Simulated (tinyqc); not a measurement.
Sputter depth profiling of a dopant layer: erosion rate, quantification and the mixing-roughness response: one step, computed by the program tinyqc. Command: `OMP_NUM_THREADS=1 python tinyqc.py 3009323 3009324 out.jsonl sims walk`. One thread of a shared host (Intel(R) Xeon(R) Processor @ 2.30GHz), about 0.02 s of CPU time with the checks.

A rastered ion beam erodes silicon (49.94 atoms per nm^3). The measured profile is the true one convolved with a depth response.

Task: Erosion and sensitivity. Scaling chosen for the exercise: yield Y = Y1 E^0.5, mixing length w = w1 E^0.5 (E in keV). Erosion rate = Y I/(e x raster^2 x density); depth step = rate x counting time; concentration = RSF x counts/matrix counts; detection limit = RSF x 3 sqrt(background x time)/(matrix rate x time).

Inputs (values chosen for the exercise, modelled on a dopant in silicon under an oxygen or caesium beam): beam energy E = 3.1 keV; beam current = 53 nA; raster side = 400 um; sputter yield at 1 keV = 0.76; mixing length at 1 keV = 2.1 nm; relative sensitivity factor RSF = 6.9e+20 1/cm^3; matrix count rate = 570000 1/s; background count rate = 1.2 1/s; counting time per point = 2 s.

True profile: box.

Constants: e = 1.602176634e-19 C.

Give: yield Y; mixing length w; erosion rate; depth step; detection limit.

Result:

yield Y = 1.3381

mixing length w = 3.6974 nm

erosion rate = 0.055398 nm/s

depth step = 0.11080 nm

detection limit = 2.8130e+15 1/cm^3

Caution: with so few background counts Poisson statistics, not 3 sqrt(N), set the true limit.
